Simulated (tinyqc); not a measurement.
## Capacitance shares from swing and barrier lowering

Inverse problem. Below threshold the charge is negligible, so the band edge moves as -(aG Vg + aD Vd), aG = CG/CS, aD = CD/CS (CG, CD the capacitances of the barrier top to gate and drain, CS the total), and I goes as exp((aG Vg + aD Vd)/Vt) once Vd is well above Vt. Find aG, aD, CS and CD.

Values chosen for this exercise:

| symbol | value | unit | meaning |
|---|---|---|---|
| T | 300 | K | temperature |

Constants: q = 1.602176634e-19 C, kB = 1.380649e-23 J/K, Vt = kB T/q. Results are converted to the units shown.

swing = 73.489419 mV/decade
DIBL = 41.975309 mV/V
CG = 2.7740844 pF/cm

Solution. The swing is Vt ln 10/aG and the DIBL, -dVg/dVd at fixed current, is aD/aG.

aG = 0.810
aD = 0.0340
CS = 3.42 pF/cm
CD = 0.116 pF/cm

tinyqc, about 0.03 s, one thread, Intel Xeon 2.30GHz (shared host): `OMP_NUM_THREADS=1 python tinyqc.py 2400018 2400019 out.jsonl`
